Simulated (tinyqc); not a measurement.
Kinetics of strain relaxation and threading dislocations in mismatched semiconductor layers: one step, computed by the program tinyqc.

60-degree dislocations on {111} planes of a (001) layer, isotropic elasticity. The Schmid factor is 1/sqrt(6), and a misfit segment relieves strain with b/2.

Problem. Thick uniform layer and trapping in a trench. A separate case, a thick relaxed layer. Pair reactions during growth: d rho/dh = -K rho^2 with K = 2 r_A tan(psi) and threads inclined by psi = 45 degrees (the <110> lines of {111} planes), so rho = 1/(K H) for a layer that starts with far more threads than that, as highly mismatched layers do. In a trench along [110] a thread on {111} rises at 54.74 degrees across the width, and leaves through the wall below the height w tan(54.74 degrees) = sqrt(2) w; the share of threads, evenly spread over the floor, that reach the top is max(0, 1 - a/sqrt 2) for the aspect ratio a.

Inputs (values chosen for the exercise, for a model layer):
```
quantity                                      value        unit
misfit f                                    0.00604           -
reaction radius r_A                              18          nm
final thickness of a thick uniform layer H      1.1  micrometre
aspect ratio of a trench                        1.2           -
```

Give: thread density at H; share that reaches the top.

Solution.

thread density at H = 2.525e+09 1/cm^2

share that reaches the top = 0.1515

The trench is too shallow to trap all. Thickness alone needs 2800 micrometre for 1e6 /cm^2. Caution: at this small misfit a layer may start with fewer threads than 1/(K H), which is then only an upper bound.
